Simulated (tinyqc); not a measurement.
Inside a calculation. Model: time-domain thermoreflectance: layered heat flow under a modulated pulse train, and what the signal ratio measures. Computed by tinyqc, a small Python program that keeps every step. Command: `OMP_NUM_THREADS=1 python tinyqc.py 3113189 3113190 out.jsonl tdtr walk`. One thread of a shared host (Intel(R) Xeon(R) Processor @ 2.30GHz), about 0.2 s of CPU time with the checks. Intermediate numbers are printed to about 6 digits and carried at full precision; extremes and crossings named in words are read from the listed rows.

Pulses repeat at 80 MHz; heat is laid down at the surface, all layers are isotropic.

Inputs (values chosen for the exercise, modelled on aluminium on silica):
```
quantity                                value        unit
metal thickness d                          70          nm
metal conductivity                        190     W/(m K)
metal heat capacity                      2.42  MJ/(m^3 K)
boundary conductance G under the metal     48  MW/(m^2 K)
substrate conductivity kappa             1.35     W/(m K)
substrate heat capacity C                 1.6  MJ/(m^3 K)
modulation frequency f                     10         MHz
spot radius w (1/e^2, pump and probe)      16  micrometre
delay t                                  1700          ps
```

Stack: metal, substrate.

## Length and time scales

Penetration depth sqrt(kappa/(pi f C)); effusivity sqrt(kappa C); cooling time of the metal d C_m/G; Kapitza length kappa/G.

penetration depth = 0.163882 micrometre

effusivity = 1469.69 W s^(1/2)/(m^2 K)

cooling time of the metal = 3529.17 ps

Kapitza length = 28.125 nm

depth over spot radius = 0.0102426

## Impedance at k = 0 and the modulation frequency

For radial wave number k and angular frequency W each layer has u = sqrt(4 pi^2 k^2 + i W C/kappa) and gamma = kappa u. Surface impedance from below: Z = 1/gamma for the substrate; a layer of thickness L maps Z to (Z + tanh(u L)/gamma)/(1 + gamma Z tanh(u L)); a boundary adds 1/G. Take k = 0 and W = 2 pi f.

Z of the substrate = 60.6971-60.6971i m^2 K/GW

Z at the surface = 23.7478-49.3484i m^2 K/GW

## Response at the modulation frequency

Response per absorbed watt H(W) = 2 pi int_0^(2/w) Z(k, W) exp(-pi^2 k^2 w^2) k dk by 20 Gauss-Legendre points.

H(2 pi f) = 0.0299991-0.0607551i K/mW

phase of H(2 pi f) = -63.7212 degrees

## Signal at one delay

Signal: X + iY = sum_(m = -M..M) H(2 pi (f + m f_r)) exp(i 2 pi m f_r t) exp(-pi (m/M)^2 x 4), f_r = 80 MHz, M = 4000, with H(-W) the complex conjugate of H(W); V_in = X, V_out = Y, ratio = -V_in/V_out.

V_in = 0.0616016 K/mW

V_out = -0.0603767 K/mW

ratio -V_in/V_out = 1.02029

## Ratio and sensitivities against delay

Sensitivity S = ln(ratio'/ratio)/ln(1.01) for a rise of one input by 1 %.

Ratio and sensitivities:
```
t (ps)    ratio  S to kappa      S to G     S to d    S to C      S to w
100     1.50626    0.324143   0.0706825  -0.710272  0.324084  -0.0337776
200     1.45876    0.321173   0.0564397  -0.691293  0.321112  -0.0337605
400     1.37686    0.314495   0.0362663  -0.659023  0.314430  -0.0337214
800     1.24339    0.301599   0.0108520  -0.609118  0.301526  -0.0337101
1500    1.06360    0.283555  -0.0140116  -0.549330  0.283471  -0.0339964
2500    0.87047    0.267464  -0.0332304  -0.498806  0.267360  -0.0351379
4000    0.65381    0.261143  -0.0506362  -0.469485  0.261005  -0.0387179
```

The largest sensitivity in size at 100 ps is to d (-0.71). kappa and C enter almost alike, through the effusivity. At 400 ps an error of 3 % in d passes on as 6 % in kappa.

Checks made by the program: steady rise of a bare substrate, 1/(2 sqrt(pi) w kappa), from the same quadrature (relative difference below 1e-10).
